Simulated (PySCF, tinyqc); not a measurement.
Worked calculation: RHF in the sto-6g basis, for H4, spin multiplicity 1. The lowest restricted solution is unstable here: a spin-polarised one lies 0.0646 hartree lower (PySCF). Computed by tinyqc, a small Python program that keeps every step (integrals from PySCF). Settings: charge = 0, multiplicity = 1, basis = sto-6g, energy threshold = 1e-08, iteration cap = 59, orthogonalisation = canonical, start = core, DIIS depth = 4, DIIS from iteration = 2, method = RHF. Command: `OMP_NUM_THREADS=1 python tinyqc.py 31534 31535 out.jsonl` (the two numbers bound the seeds that draw the settings). One thread of a shared host (Intel(R) Xeon(R) Processor @ 2.60GHz), about 0.06 s of CPU time with the checks. Later iterations appear only in the table of the cycle.

## One-electron integrals

Geometry (angstrom):
```
atom         x         y         z
H     0.000000  0.000000  0.000000
H     0.000000  0.000000  1.409000
H     0.000000  2.350000  0.000000
H     0.000000  2.350000  1.409000
```

Basis sto-6g: exponents (1/bohr^2) and contraction coefficients of normalised primitives:
```
element  l (shell)   exponent  coefficient
H            s (1)  35.523221     0.009164
H            s (1)   6.513144     0.049361
H            s (1)   1.822143     0.168538
H            s (1)   0.625955     0.370563
H            s (1)   0.243077     0.416492
H            s (1)   0.100112     0.130334
```

Overlap, kinetic and nuclear-attraction integrals over the contracted functions; the nuclear repulsion is the sum of Za Zb / Rab.

nuclear repulsion = 1.58775836 hartree

overlap S, order 1H 1s, 2H 1s, 3H 1s, 4H 1s:
$$\begin{pmatrix}
1.000000 & 0.292194 & 0.067439 & 0.034456 \\
0.292194 & 1.000000 & 0.034456 & 0.067439 \\
0.067439 & 0.034456 & 1.000000 & 0.292194 \\
0.034456 & 0.067439 & 0.292194 & 1.000000
\end{pmatrix}$$

kinetic energy T (hartree), order 1H 1s, 2H 1s, 3H 1s, 4H 1s:
$$\begin{pmatrix}
0.768522 & 0.018895 & -0.011273 & -0.007865 \\
0.018895 & 0.768522 & -0.007865 & -0.011273 \\
-0.011273 & -0.007865 & 0.768522 & 0.018895 \\
-0.007865 & -0.011273 & 0.018895 & 0.768522
\end{pmatrix}$$

nuclear attraction V (hartree), order 1H 1s, 2H 1s, 3H 1s, 4H 1s:
$$\begin{pmatrix}
-2.031220 & -0.518049 & -0.104294 & -0.054675 \\
-0.518049 & -2.031220 & -0.054675 & -0.104294 \\
-0.104294 & -0.054675 & -2.031220 & -0.518049 \\
-0.054675 & -0.104294 & -0.518049 & -2.031220
\end{pmatrix}$$

core Hamiltonian H = T + V (hartree), order 1H 1s, 2H 1s, 3H 1s, 4H 1s:
$$\begin{pmatrix}
-1.262698 & -0.499154 & -0.115567 & -0.062539 \\
-0.499154 & -1.262698 & -0.062539 & -0.115567 \\
-0.115567 & -0.062539 & -1.262698 & -0.499154 \\
-0.062539 & -0.115567 & -0.499154 & -1.262698
\end{pmatrix}$$

## Two-electron integrals

Functions are numbered as in S; the eight-fold symmetry (ij|kl) = (ji|kl) = (kl|ij) leaves the list below.

Two-electron integrals (ij|kl) in chemists' order, unique and non-zero (hartree):
```
(11|11) 0.774999   (21|11) 0.160767   (21|21) 0.049453   (22|11) 0.365530
(22|21) 0.160767   (22|22) 0.774999   (31|11) 0.028628   (31|21) 0.007086
(31|22) 0.019142   (31|31) 0.002153   (32|11) 0.011885   (32|21) 0.003847
(32|22) 0.013322   (32|31) 0.000950   (32|32) 0.000523   (33|11) 0.224962
(33|21) 0.062566   (33|22) 0.193085   (33|31) 0.028628   (33|32) 0.013322
(33|33) 0.774999   (41|11) 0.013322   (41|21) 0.003847   (41|22) 0.011885
(41|31) 0.000950   (41|32) 0.000510   (41|33) 0.011885   (41|41) 0.000523
(42|11) 0.019142   (42|21) 0.007086   (42|22) 0.028628   (42|31) 0.001444
(42|32) 0.000950   (42|33) 0.019142   (42|41) 0.000950   (42|42) 0.002153
(43|11) 0.062566   (43|21) 0.018854   (43|22) 0.062566   (43|31) 0.007086
(43|32) 0.003847   (43|33) 0.160767   (43|41) 0.003847   (43|42) 0.007086
(43|43) 0.049453   (44|11) 0.193085   (44|21) 0.062566   (44|22) 0.224962
(44|31) 0.019142   (44|32) 0.011885   (44|33) 0.365530   (44|41) 0.013322
(44|42) 0.028628   (44|43) 0.160767   (44|44) 0.774999
```

## Orthogonalisation

S = U s U^T; canonical form X = U s^(-1/2), so that X^T S X = 1. Each column of U has its largest component positive (the first on a tie).

eigenvalues of S: [0.674823, 0.740789, 1.190299, 1.394090]

X, order 1H 1s, 2H 1s, 3H 1s, 4H 1s:
$$\begin{pmatrix}
0.608661 & 0.580929 & 0.458292 & 0.423472 \\
-0.608661 & -0.580929 & 0.458292 & 0.423472 \\
-0.608661 & 0.580929 & -0.458292 & 0.423472 \\
0.608661 & -0.580929 & -0.458292 & 0.423472
\end{pmatrix}$$

## Starting guess

The start is the orbitals of the core Hamiltonian; D = 2 C_occ C_occ^T.

D at the start, order 1H 1s, 2H 1s, 3H 1s, 4H 1s:
$$\begin{pmatrix}
0.778720 & 0.778720 & -0.061406 & -0.061406 \\
0.778720 & 0.778720 & -0.061406 & -0.061406 \\
-0.061406 & -0.061406 & 0.778720 & 0.778720 \\
-0.061406 & -0.061406 & 0.778720 & 0.778720
\end{pmatrix}$$

## Iteration 1: building the Fock matrix

J_ij = sum D_kl (ij|kl), K_ij = sum D_kl (ik|jl); F = H + J - 0.5 K; E = tr D H + tr D J / 2 - 0.25 tr D K + E_nn.

Coulomb J (hartree), order 1H 1s, 2H 1s, 3H 1s, 4H 1s:
$$\begin{pmatrix}
1.552558 & 0.451526 & 0.095798 & 0.050880 \\
0.451526 & 1.552558 & 0.050880 & 0.095798 \\
0.095798 & 0.050880 & 1.552558 & 0.451526 \\
0.050880 & 0.095798 & 0.451526 & 1.552558
\end{pmatrix}$$

exchange K (hartree), order 1H 1s, 2H 1s, 3H 1s, 4H 1s:
$$\begin{pmatrix}
0.889471 & 0.571388 & 0.057188 & 0.046654 \\
0.571388 & 0.889471 & 0.046654 & 0.057188 \\
0.057188 & 0.046654 & 0.889471 & 0.571388 \\
0.046654 & 0.057188 & 0.571388 & 0.889471
\end{pmatrix}$$

Fock matrix F (hartree), order 1H 1s, 2H 1s, 3H 1s, 4H 1s:
$$\begin{pmatrix}
-0.154875 & -0.333322 & -0.048363 & -0.034986 \\
-0.333322 & -0.154875 & -0.034986 & -0.048363 \\
-0.048363 & -0.034986 & -0.154875 & -0.333322 \\
-0.034986 & -0.048363 & -0.333322 & -0.154875
\end{pmatrix}$$

total energy of this density = -1.88444664 hartree

## Iteration 1: diagonalisation and new density

Diagonalise F' = X^T F X, C = X C', fill 2 alpha and 2 beta electrons from the bottom; D = 2 C_occ C_occ^T. Each column has its largest component positive (the first on a tie).

F' = X^T F X (hartree):
$$\begin{pmatrix}
0.284257 & 0.000000 & 0.000000 & 0.000000 \\
0.000000 & 0.222831 & 0.000000 & 0.000000 \\
0.000000 & 0.000000 & -0.340123 & 0.000000 \\
0.000000 & 0.000000 & 0.000000 & -0.409978
\end{pmatrix}$$

orbital energies (hartree): MO1 -0.409978, MO2 -0.340123, MO3 0.222831, MO4 0.284257

coefficients C, order 1H 1s, 2H 1s, 3H 1s, 4H 1s:
$$\begin{pmatrix}
0.423472 & 0.458292 & 0.580929 & 0.608661 \\
0.423472 & 0.458292 & -0.580929 & -0.608661 \\
0.423472 & -0.458292 & 0.580929 & -0.608661 \\
0.423472 & -0.458292 & -0.580929 & 0.608661
\end{pmatrix}$$

D after iteration 1, order 1H 1s, 2H 1s, 3H 1s, 4H 1s:
$$\begin{pmatrix}
0.778720 & 0.778720 & -0.061406 & -0.061406 \\
0.778720 & 0.778720 & -0.061406 & -0.061406 \\
-0.061406 & -0.061406 & 0.778720 & 0.778720 \\
-0.061406 & -0.061406 & 0.778720 & 0.778720
\end{pmatrix}$$

## Iteration 2: building the Fock matrix

As before.

Coulomb J (hartree), order 1H 1s, 2H 1s, 3H 1s, 4H 1s:
$$\begin{pmatrix}
1.552558 & 0.451526 & 0.095798 & 0.050880 \\
0.451526 & 1.552558 & 0.050880 & 0.095798 \\
0.095798 & 0.050880 & 1.552558 & 0.451526 \\
0.050880 & 0.095798 & 0.451526 & 1.552558
\end{pmatrix}$$

exchange K (hartree), order 1H 1s, 2H 1s, 3H 1s, 4H 1s:
$$\begin{pmatrix}
0.889471 & 0.571388 & 0.057188 & 0.046654 \\
0.571388 & 0.889471 & 0.046654 & 0.057188 \\
0.057188 & 0.046654 & 0.889471 & 0.571388 \\
0.046654 & 0.057188 & 0.571388 & 0.889471
\end{pmatrix}$$

Fock matrix F (hartree), order 1H 1s, 2H 1s, 3H 1s, 4H 1s:
$$\begin{pmatrix}
-0.154875 & -0.333322 & -0.048363 & -0.034986 \\
-0.333322 & -0.154875 & -0.034986 & -0.048363 \\
-0.048363 & -0.034986 & -0.154875 & -0.333322 \\
-0.034986 & -0.048363 & -0.333322 & -0.154875
\end{pmatrix}$$

total energy of this density = -1.88444664 hartree

## Iteration 2 (converged): orbitals

As before.

F' = X^T F X (hartree):
$$\begin{pmatrix}
0.284257 & 0.000000 & 0.000000 & 0.000000 \\
0.000000 & 0.222831 & 0.000000 & 0.000000 \\
0.000000 & 0.000000 & -0.340123 & 0.000000 \\
0.000000 & 0.000000 & 0.000000 & -0.409978
\end{pmatrix}$$

orbital energies (hartree): MO1 -0.409978, MO2 -0.340123, MO3 0.222831, MO4 0.284257

coefficients C, order 1H 1s, 2H 1s, 3H 1s, 4H 1s:
$$\begin{pmatrix}
0.423472 & 0.458292 & 0.580929 & 0.608661 \\
0.423472 & 0.458292 & -0.580929 & -0.608661 \\
0.423472 & -0.458292 & 0.580929 & -0.608661 \\
0.423472 & -0.458292 & -0.580929 & 0.608661
\end{pmatrix}$$

D after iteration 2, order 1H 1s, 2H 1s, 3H 1s, 4H 1s:
$$\begin{pmatrix}
0.778720 & 0.778720 & -0.061406 & -0.061406 \\
0.778720 & 0.778720 & -0.061406 & -0.061406 \\
-0.061406 & -0.061406 & 0.778720 & 0.778720 \\
-0.061406 & -0.061406 & 0.778720 & 0.778720
\end{pmatrix}$$

## Convergence

Stop when the energy changes by less than 1e-08 hartree and every element of the error matrix X^T (F D S - S D F) X is below 3e-05.

Course of the cycle:
```
iteration  E (hartree)     change  largest element of the error matrix
1          -1.88444664          -                             2.23e-15
2          -1.88444664  -8.88e-16                             9.02e-16
```

PySCF RHF in the same basis = -1.88444664 hartree

Converged in 2 iterations.

## Populations, bond orders and dipole

Mulliken: Z minus the diagonal of D S on the atom; Loewdin: the same with S^(1/2) D S^(1/2); Mayer order: 2 sum_s sum (D(s) S)_ij (D(s) S)_ji over the two atoms.

Charges (e):
```
atom  Mulliken  Loewdin
1H           0        0
2H           0        0
3H           0        0
4H           0        0
```

Mayer bond orders:
```
pair     order
2-1   1.000000
3-1          0
3-2          0
4-1          0
4-2          0
4-3   1.000000
```

dipole moment about the origin, x y z (debye): [0.000000, 0.000000, 0.000000]
